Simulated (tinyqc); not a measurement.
Small-signal admittance of a forward-biased p+-n diode: one step of the calculation.

Holes injected into a neutral base of width wb with an ohmic contact at its end; low injection, p0 far above the equilibrium density. A small voltage v exp(i w t), w = 2 pi f, modulates the edge density by p0 v/Vt, and the small-signal density obeys Dp d2p/dx2 = (1/tau + i w) p.

Problem. The same by finite differences. 6 equal intervals, h = wb/6; u = small-signal density over its edge value, u_0 = 1, u_6 = 0; u_(i-1) + b u_i + u_(i+1) = 0 with b = -2 - h^2 (1/tau + i w)/Dp; Y = (q Dp p0/(Vt h)) (-b/2 - u_1), which includes the half box at the edge.

Inputs (values chosen for the exercise); permittivity close to that of 4H silicon carbide:
```
symbol   value    unit                                   meaning
T          275       K                               temperature
Dp         2.2  cm^2/s                hole diffusion coefficient
tau       3e-8       s                             hole lifetime
wb        0.26      um                 width of the neutral base
p0      6.1e11   cm^-3  excess hole density at the junction edge
f        1.6e9      Hz                          signal frequency
```

Constants: q = 1.602176634e-19 C, kB = 1.380649e-23 J/K, Vt = kB T/q. Results are converted to the units shown.

Give: b; u; Y on the mesh.

Solution.

b = -2.0003-0.0858i
u, node 1 to 5: [0.80185-0.12147i, 0.61434-0.17417i, 0.44196-0.17421i, 0.28465-0.13637i, 0.13913-0.07414i]
Y on the mesh = 0.41519+0.34416i S/cm^2

Numbers from tinyqc (`OMP_NUM_THREADS=1 python tinyqc.py 2890153 2890154 out.jsonl`; about 0.01 s on one thread of a shared Intel Xeon 2.30GHz).
